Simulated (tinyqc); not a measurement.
Bloch-Grueneisen resistivity of a metal. Changing the temperature T. Computed by tinyqc, a small Python program. Command: `OMP_NUM_THREADS=1 python tinyqc.py 3023872 3023873 out.jsonl bg sweep`. One thread of a shared host (Intel(R) Xeon(R) Processor @ 2.30GHz), about 0.01 s of CPU time with the checks.

Electrons scatter from a Debye spectrum of phonons (n = 5 for scattering within one band, n = 3 for scattering into a second, heavy band) and from static defects.

Inputs (values chosen for the exercise, modelled on platinum):
```
quantity,value,unit
exponent n,5,-
Debye temperature Theta,207,K
transport coupling lambda_tr,0.46,-
Drude plasma energy hbar w_p,6.9,eV
residual resistivity rho_0,0.19,microohm cm
```

Addition: none.

Constants: k_B = 1.380649e-23 J/K; hbar = 1.054571817e-34 J s; eps_0 = 8.8541878128e-12 F/m; hbar = 6.582119569e-16 eV s; k_B = 8.617333262e-05 eV/K.

Method:
- rho_ph = (n - 1) rho_1 (T/Theta)^n J_n(Theta/T), with rho_1 = 2 pi lambda_tr k_B Theta/(hbar eps_0 w_p^2), the high-temperature line at T = Theta.
- J_n(y) = int_0^y x^n e^x/(e^x - 1)^2 dx, by 96 Gauss-Legendre points (upper limit at most 60).
- Matthiessen's rule: rho = rho_0 + rho_ph.
- Temperature coefficient (1/rho) d rho/dT by a central difference of +/- 0.5 K; residual ratio rho(295 K)/rho(4.2 K); scattering time tau = 1/(eps_0 w_p^2 rho); Wiedemann-Franz kappa = L_0 T/rho, L_0 = (pi^2/3)(k_B/e)^2.

One run for each value:
```
temperature T (K),resistivity rho (microohm cm),phonon resistivity rho_ph (microohm cm),temperature coefficient (1e-3/K),Wiedemann-Franz conductivity (W/(m K))
10,0.19,1.054e-03,2.77,127.9
16,0.20,1.094e-02,16.72,194.5
27,0.31,1.186e-01,57.30,213.7
45,0.84,6.527e-01,45.99,130.5
74,2.11,1.920e+00,21.59,85.7
120,4.16,3.974e+00,10.44,70.4
200,7.52,7.333e+00,5.44,64.9
330,12.75,1.256e+01,3.11,63.2
550,21.41,2.122e+01,1.83,62.8
900,35.09,3.490e+01,1.11,62.7
```

Over the rows, resistivity rho (microohm cm) rises from 0.191 to 35.1 (exponent d ln y / d ln x 0.11 between the first rows and 1.0 between the last); phonon resistivity rho_ph (microohm cm) rises from 0.00105 to 34.9 (exponent d ln y / d ln x 5.0 between the first rows and 1.0 between the last); temperature coefficient (1e-3/K) goes from 2.77 through a maximum among these rows, 57.3 at 27.0, to 1.11. At the high end the exponent of phonon resistivity rho_ph is 1.01, close to 1: the linear law of classical vibrations.

Caution (rows 27.0, 45.0, 74.0, 120): below about Theta/2 small-angle phonon scattering degrades heat flow more than charge flow, so a thermal conductivity taken from rho by the Wiedemann-Franz law would be too high.

Extremes, crossings and ranges named in words are read from the listed rows.
